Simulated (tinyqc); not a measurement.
Coherent transport through a tight-binding region between two chains, step by step. One step of it, computed by the program tinyqc.

Task: Transmission at E = 0.81 eV. Surface Green function g = (E - i sqrt(4 t^2 - E^2)) / (2 t^2); self-energy tc^2 g on each contact site; G = (E - H - Sigma)^(-1); Gamma = -2 Im Sigma; T = Gamma_L Gamma_R |G_LR|^2; local density of states -Im G_ii / pi.

H of the central region (eV), lower triangle:
```
           1          2          3          4          5
1   0.740000
2  -1.760000   0.170000
3   0.000000  -1.460000   0.120000
4   0.000000   0.000000  -2.320000  -0.060000
5   0.000000   0.000000   0.000000  -2.320000  -0.610000
```

Leads: semi-infinite chains with site energy 0:

| parameter | value |
|---|---|
| lead hopping t (eV) | 1.390000 |
| coupling to the left lead (eV) | 1.160000 |
| coupling to the right lead (eV) | 1.010000 |
| left contact site | 1 |
| right contact site | 5 |

E = 0.810000 eV

Give: g; G; local density of states; transmission.

Result:

g = 0.210-0.688i 1/eV

G (1/eV), lower triangle:
```
               1              2              3              4
1   0.043-0.127i
2   0.506-0.038i   0.041-0.271i
3  -0.274+0.170i   0.056+0.165i   0.306-0.277i
4  -0.237-0.027i  -0.043+0.122i   0.305-0.021i  -0.064-0.070i
5   0.363-0.160i  -0.040-0.210i  -0.420+0.285i   0.150+0.048i

              5
5  0.363-0.303i
```

local density of states (1/eV): 0.041  0.086  0.088  0.022  0.096

transmission = 0.409
